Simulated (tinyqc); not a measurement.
# Koster-Slater impurity in a tight-binding band, by Green functions and by supercells, step by step

A worked calculation. Computed by tinyqc, a small Python program that keeps every step. Command: `OMP_NUM_THREADS=1 python tinyqc.py 3010959 3010960 out.jsonl kosterslater walk`. One thread of a shared host (Intel(R) Xeon(R) Processor @ 2.30GHz), about 0.06 s of CPU time with the checks. Intermediate numbers are printed to about 7 digits and carried at full precision; extremes and crossings named in words are read from the listed rows.

One orbital per site, e(k) = -2 t sum cos(k_i) over 3 direction(s), band from -6 t to 6 t, lattice constant 1. One site has the extra energy U. Spin is left out.

Inputs (values chosen for the exercise, for a model band):
```
quantity                   value      unit
hopping t                   0.33        eV
impurity potential U       -2.04        eV
supercell edge N               3     sites
energy inside the band E    1.09        eV
broadening eta             0.033        eV
impurity concentration c  0.0008  per site
```

Lattice: simple cubic.

Constants: hbar = 6.582119569e-16 eV s.

## The host Green function outside the band

Outside the band G0(E) = (1/pi) int_0^pi dk (2/(pi z)) K(16 t^2/z^2), z = E + 2 t cos k, K the complete elliptic integral with parameter m; 200 Gauss-Legendre points. A bound state solves 1/U = G0(E). Energies: 0.05, 0.2, 0.5, 1, 2, 4 and 8 t beyond the band edge on the side of U, rounded to four digits.

Scan on the side of U:
```
E (eV)   G0 (1/eV)  1/U - G0 (1/eV)
-1.996  -0.7112918        0.2210958
-2.046  -0.6533606        0.1631645
-2.145  -0.5874929        0.0972968
-2.310  -0.5167388        0.0265427
-2.640  -0.4270651       -0.0631310
-3.300  -0.3246880       -0.1655081
-4.620  -0.2236444       -0.2665517
```

G0 stays finite at the band edge, 0.252731/t in size, so binding needs |U| > 3.957 t.

## The bound state

Bisection in ln(distance from the edge) between 1e-5 t and |U| + t. Weight on the impurity site: -1/(U^2 dG0/dE), by a central difference with step min(1e-4 t, distance/30). Decay length along an axis: 1/arccosh(1 + distance/(2 t)).

level E_b = -2.391216 eV

distance from the band edge = 0.4112161 eV

weight on the impurity site = 0.7907041

decay length = 0.9387801 sites

The state is compact: most of it sits on the impurity.

## Green function inside the band

Inside the band G0(z), z = E + i eta, comes from the chain form 1/(sqrt(y - 2t) sqrt(y + 2t)) (principal roots) at y = z + 2 t cos k + 2 t cos k', averaged over k and k' in (0, pi) with 200 Gauss-Legendre points each.

G0(E + i eta) = 0.8631006-0.6227484i 1/eV

## Scattering

T = U/(1 - U G0); phase shift delta = -arg(1 - U G0) in (-pi, pi]; host density of states -Im G0/pi; on the impurity -Im[G0/(1 - U G0)]/pi; lifetime of a band state hbar/(-2 c Im T).

T matrix = -0.6098053-0.2806150i eV

phase shift delta = 0.4312802 rad

host density of states = 0.1982270 1/eV

density of states on the impurity = 0.02146350 1/eV

scattering lifetime = 1466.003 fs

The Born approximation would take Im T = U^2 Im G0 = -2.59 eV, 9.24 times the full value.

## The level in the supercell

In a periodic cell of N sites along each direction with Bloch vector K, the level solves 1/U = N^-d sum_k 1/(E - e(k)), k_i = (2 pi m_i + K_i)/N, m_i = 0..N-1; the outermost root on the side of U is taken (bisection). d is the number of directions. Gamma means K_i = 0, the zone corner K_i = pi, the quarter point K_i = pi/2. The error is measured against the isolated level E_b.

level at Gamma = -2.473158 eV

level at the corner = -2.319647 eV

level at the quarter point = -2.389849 eV

error at Gamma = -0.08194211 eV

width between Gamma and the corner = 0.1535111 eV

Images turn the level into a band 0.154 eV wide; the quarter point misses the isolated level by 0.0014 eV, far less than Gamma, because the leading hopping between images averages out there.

## Convergence with cell size

Even N; errors against the isolated level E_b, set to 0 below 1e-6 t.

Error of the level (eV):
```
N   sites          Gamma        corner  quarter point
2       8  -3.240317e-01  3.512161e-01   1.758478e-02
4      64  -2.119326e-02  1.758478e-02   1.221585e-04
6     216  -1.533818e-03  1.367432e-03   1.146519e-06
8     512  -1.284516e-04  1.221585e-04              0
10   1000  -1.184725e-05  1.160983e-05              0
12   1728  -1.155686e-06  1.146519e-06              0
```

The error at Gamma falls exponentially, between the last two resolved rows by exp(-1.164) per site against 1/(decay length) = 1.065; the rest is the power-law prefactor of the Green function. Gamma and the corner err in opposite directions. Among the sizes listed an error below 1 meV is first reached at N = 8 at Gamma; at the quarter point N = 4 is enough.

## Phase shift across the band

delta/pi = -arg(1 - U G0)/pi counts the states added below E (Friedel); host DOS = -Im G0/pi, DOS on the impurity = -Im[G0/(1 - U G0)]/pi; 13 evenly spaced energies from -(band edge + |U| + 2t) to +(band edge + |U| + 2t).

Across the spectrum:
```
E (eV)  Re G0 (1/eV)  host DOS (1/eV)  DOS on the impurity (1/eV)   delta/pi
-4.68     -0.2205677        0.0005287                    0.001748  0.0019609
-3.90     -0.2687957        0.0007997                    0.003920  0.0036119
-3.12     -0.3467311        0.0013872                    0.016180  0.0096662
-2.34     -0.5061384        0.0034892                    2.239882  0.8082703
-1.56     -0.7994923        0.1047797                    0.123408  0.7400926
-0.78     -0.8930661        0.3049746                    0.067838  0.6267004
0.00       0.0000000        0.4234694                    0.050621  0.3876269
0.78       0.8930661        0.3049746                    0.025882  0.1928228
1.56       0.7994923        0.1047797                    0.014211  0.0795459
2.34       0.5061384        0.0034892                    0.000844  0.0035019
3.12       0.3467311        0.0013872                    0.000476  0.0016575
3.90       0.2687957        0.0007997                    0.000334  0.0010537
4.68       0.2205677        0.0005287                    0.000251  0.0007439
```

delta/pi starts and ends near zero (+0.002 and +0.001): the impurity moves states but creates none. delta/pi rises at the bound state below the band (-2.391 eV), reaches 0.81 among these rows (1 in the limit of small eta, just above the level) and is paid back by the top of the band.

Checks made by the program: G0 at the level by a direct sum over directions (relative difference below 1e-10).
